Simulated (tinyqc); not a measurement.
Inside a calculation. Model: ballistic Schottky-barrier transistor with a one-dimensional channel, WKB contacts.

Program tinyqc, `OMP_NUM_THREADS=1 python tinyqc.py 2390016 2390017 out.jsonl`; Intel Xeon 2.30GHz, shared host, one thread, about 0.03 s. Printed values are rounded.

Source Fermi level 0, drain Fermi level -Vd. Far from the contacts Ec = pn - psi, and the gate moves psi one to one; the band edges relax as exp(-x/lam) from pn at the source and pn - Vd at the drain; Ev = Ec - Eg. A carrier of energy w inside the channel band meets at a contact a barrier of height D (the contact edge beyond the channel edge): T = 1 for w >= D, else exp(-S), S = 4 lam sqrt(m/C) [sqrt(D - w) - sqrt(w) arctan sqrt((D - w)/w)], C = hbar^2/(2 m0). The two contacts combine as Ts Td/(Ts + Td - Ts Td).

Inputs (values chosen for the exercise); channel values close to those of a germanium nanowire:

| symbol | value | unit | meaning |
|---|---|---|---|
| T | 300 | K | temperature |
| Eg | 0.66 | eV | band gap |
| pn | 0.59 | eV | barrier for electrons at both contacts |
| mn | 0.12 | m0 | electron mass |
| mp | 0.15 | m0 | hole mass |
| g | 2 |  | valleys or subbands |
| lam | 1.8 | nm | screening length at the contacts |
| Vd | 0.3 | V | drain bias |
| ps | -0.06 | V | band shift psi of the channel by the gate |
| w0 | 0.13 | eV | energy of one carrier inside the channel band |
| wm | 0.54 | eV | upper end of the grid |
| nE | 17 |  | points of the grid |

Constants: q = 1.602176634e-19 C, kB = 1.380649e-23 J/K, hbar = 1.054571817e-34 J s, h = 6.62607015e-34 J s, m0 = 9.1093837015e-31 kg, Vt = kB T/q, hbar^2/(2 m0) = 0.0380998212 eV nm^2. Results are converted to the units shown.

Range of the model: No scattering, image-force lowering, channel charge or band-to-band tunnelling; parabolic kappa overstates S deep in the gap.

## Band edges and barriers

Electrons: Ds = psi, Dd = psi - Vd, Es = Ec, Ed = Ec + Vd. Holes: Ds = -psi, Dd = Vd - psi, Es = -Ev, Ed = -Ev - Vd. The size of each current is taken; both flow from drain to source and add.

Ec = 0.65 eV
Ev = -0.01 eV
D for electrons (eV): source -0.060000, drain -0.360000
D for holes (eV): source 0.060000, drain 0.360000

A negative D is no barrier. Here the holes carry the larger current.

## Transmission of one of the holes

S and T at both contacts for w = w0, and the tunnelling distance lam ln(D/w) at the higher barrier.

S at the source = 0
S at the drain = 2.08092
combined T = 0.124816
tunnelling distance = 1.83343 nm

## Current of the holes on a coarse grid

I = g (2 q^2/h) int T(w) [f(Es + w) - f(Ed + w)] dw, f(y) = 1/(1 + exp(y/Vt)). Electrons: Ds = psi, Dd = psi - Vd, Es = Ec, Ed = Ec + Vd. Holes: Ds = -psi, Dd = Vd - psi, Es = -Ev, Ed = -Ev - Vd. The size of each current is taken; both flow from drain to source and add. Simpson's rule on nE equally spaced w from 0 to wm.

```
point    w (eV)         Ts          Td           T  size of the supply difference
0      0.000000  0.0302158  1.89387e-4  1.88243e-4                       0.595503
1      0.033750   0.658506  0.00779613  0.00776474                       0.844480
2      0.067500          1   0.0284850   0.0284850                       0.952293
3      0.101250          1   0.0694244   0.0694244                       0.985983
4      0.135000          1    0.136593    0.136593                       0.993865
5      0.168750          1    0.233420    0.233420                       0.989906
6      0.202500          1    0.359388    0.359388                       0.966952
7      0.236250          1    0.508970    0.508970                       0.888786
8      0.270000          1    0.670981    0.670981                       0.684287
9      0.303750          1    0.828116    0.828116                       0.370075
10     0.337500          1    0.955231    0.955231                       0.137360
11     0.371250          1           1           1                      0.0413719
12     0.405000          1           1           1                      0.0115619
13     0.438750          1           1           1                     0.00316032
14     0.472500          1           1           1                     8.58535e-4
15     0.506250          1           1           1                     2.32839e-4
16     0.540000          1           1           1                     6.31180e-5
```

current = 11.6195 uA

A converged quadrature gives 11.63 uA; this grid is 0.070 % below that. 2.22 % of it passes over both barriers, the rest tunnels. The other carrier adds 4.82e-11 uA.
